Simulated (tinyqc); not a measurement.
Correlation length: interface roughness in a thin film (subband fluctuation and scattering).

Square well of width t, barriers V0, c = hbar^2/2m0: E1 solves k t + 2 atan[(k/mz)/(kappa/mb)] = pi, k = sqrt(mz E/c), kappa = sqrt(mb (V0 - E)/c). One interface is rough, so the subband edge fluctuates by G dt with G = |dE1/dt| (central difference of 0.01 angstrom; 2 E1/t for hard walls).

Gaussian roughness spectrum S(q) = pi D^2 Lc^2 exp(-q^2 Lc^2/4). Degenerate gas, taken to fill one subband (the second starts to fill once c kF^2/md exceeds E2 - E1, which is not tested here): kF = sqrt(2 pi Ns/gv), q = 2 kF sin(theta/2), 1/tau = (md/(2 pi c hbar)) G^2 times the integral from 0 to pi of S(q)(1 - cos theta)/eps(q)^2 dtheta, eps(q) = 1 + qs/q with screening (qs = gv md q0/(c eps), q0 = e^2/(4 pi eps0), form factors left out, which overstates the screening; other scattering is left out too, so these values lie far above measured mobilities in all but the thinnest films) or 1 without; mobility = tau c2/md with c2 = e/m0 = 1.75882e15 cm^2/(V s^2); 1e12/cm^2 = 1e-4/angstrom^2.

Constants: hbar^2/2m0 = 3.80998211 eV angstrom^2; hbar = 6.58211957e-16 eV s; e^2/(4 pi eps0) = 14.39964547 eV angstrom.

Inputs chosen for the exercise (near those of a thin Si channel on (100), two-fold valleys; the results hold for these values, not for the real material):
```
symbol  value                       unit         meaning
t       16                          angstrom     film thickness
mz      0.943                       m0           confinement mass
V0      3.19                        eV           barrier
mb      0.53                        m0           barrier mass
md      0.195                       m0           mass in the plane
gv      2                                        valleys
D       2.1                         angstrom     rms height of the roughness
Ns      1.6                         x 1e12/cm^2  sheet density
eps     8                                        mean dielectric constant at the channel
Ll      (4, 8, 14, 22, 35, 55, 90)  angstrom     correlation lengths
```

Fixed D; bare and screened mobility.

Results:
```
Lc (angstrom)  kF Lc  bare mobility (cm^2/(V s))  screened mobility (cm^2/(V s))
4               0.09                    5.13e+03                        1.72e+05
14              0.31                         448                        1.51e+04
22              0.49                         202                        6.89e+03
35              0.78                         104                        3.68e+03
55              1.23                        77.8                        3.01e+03
90              2.02                         111                        6.29e+03
```

Give the missing row, Lc (angstrom) = 8.

Computed row:
```
Lc (angstrom)  kF Lc  bare mobility (cm^2/(V s))  screened mobility (cm^2/(V s))
8               0.18                    1.31e+03                        4.38e+04
```

The bare mobility is lowest at Lc = 55 angstrom of those listed (kF Lc = 1.23). The screened mobility is lowest at Lc = 55 angstrom of those listed (kF Lc = 1.23). Short roughness averages out (mobility as 1/Lc^2; the first two rows give exponent -1.97), and long roughness deflects only by small angles (bare mobility rising as Lc; the last two rows give 0.73).

(tinyqc, `OMP_NUM_THREADS=1 python tinyqc.py 1250215 1250216 out.jsonl`, Intel(R) Xeon(R) Processor @ 2.30GHz, 1 thread, shared host, about 0.01 s.)
